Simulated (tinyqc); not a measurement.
Floating body of a partially depleted SOI transistor: body voltage and kink: two steps of the calculation.

Source at 0 V. Channel current Ic = 2 nf K Vt^2 [F(0) - F(Vd)](1 + la Vd), F(V) = ln^2(1 + exp((Vg - VT - nf V)/(2 nf Vt))), VT = VT0 - gb Vb. Saturation voltage Vs = 2 Vt sqrt(F(0)) + 3 Vt, excess Ve = (Vd - Vs + sqrt((Vd - Vs)^2 + 0.0004 V^2))/2, multiplication M1 = Ai Ve exp(-Bl/Ve). Each junction passes D(v) = J1 (exp(v/Vt) - 1) + J2 (exp(v/(2 Vt)) - 1). Bipolar current Ib = bb J1 (exp(Vb/Vt) - 1). The body settles where M1 (Ic + Ib) = D(Vb) + D(Vb - Vd) + Vb/Rb; drain current Id = (1 + M1)(Ic + Ib) - D(Vb - Vd).

Values chosen for this exercise; values of the order met in partially depleted silicon-on-insulator transistors: temperature T = 300 K; threshold at zero body voltage VT0 = 0.5 V; fall of the threshold per volt of body voltage gb = 0.2; slope factor nf = 1.3; gain factor per width K = 110 uA/(V^2 um); channel-length modulation factor la = 0.04 1/V; impact-ionisation prefactor Ai = 3.25 1/V; impact-ionisation voltage Bl = 8.1 V; diffusion saturation current of each junction J1 = 5.3e-13 uA/um; recombination saturation current of each junction J2 = 2.4e-9 uA/um; gain of the lateral bipolar transistor on the diffusion current bb = 0; resistance of a weak body tie to the source (1e9 stands for no tie, and the term is then dropped) Rb = 5e5 kohm um; gate voltage Vg = 0.49 V; drain voltage Vd = 2 V.

Constants: q = 1.602176634e-19 C, kB = 1.380649e-23 J/K, Vt = kB T/q. Results are converted to the units shown.

Question 1. New Vb. Current into the body I_in = M1 (Ic + Ib) - D(Vb - Vd), current out I_out = D(Vb) + Vb/Rb; f = ln(I_in/I_out), s = df/dVb by central differences over 1e-5 V, Vb(new) = Vb - f/s.

Vb after iteration 1 = 0.68595162 V

Give: Ic; Ve; M1; I_in; I_out; f; s; Vb after iteration 2.

Answer 1.

Ic = 0.85293 uA/um
Ve = 1.8174 V
M1 = 0.068505
I_in = 0.058430 uA/um
I_out = 0.17967 uA/um
f = -1.1233
s = -36.105 1/V
Vb after iteration 2 = 0.65484 V

Question 2. Drain current with floating and with grounded body. Id and VT at the converged Vb, Id at Vb = 0, their ratio, and the bipolar share Ib/(Ic + Ib).

converged Vb = 0.65454369 V

Give: VT; Id, floating; Id, grounded; ratio; bipolar share.

Answer 2.

VT = 0.3691 V
Id, floating = 0.8411 uA/um
Id, grounded = 0.08649 uA/um
ratio = 9.725
bipolar share = 0.000 %

The body rises to 0.655 V and lowers the threshold by 131 mV.

Range of the model: The multiplication law is an empirical form chosen for the exercise; self-heating and capacitive coupling to the body are left out, and the linear laws are rough once Vb passes about 0.7 V or M1 about 0.1.

tinyqc, about 0.2 s, one thread, Intel Xeon 2.30GHz (shared host): `OMP_NUM_THREADS=1 python tinyqc.py 2182074 2182075 out.jsonl`
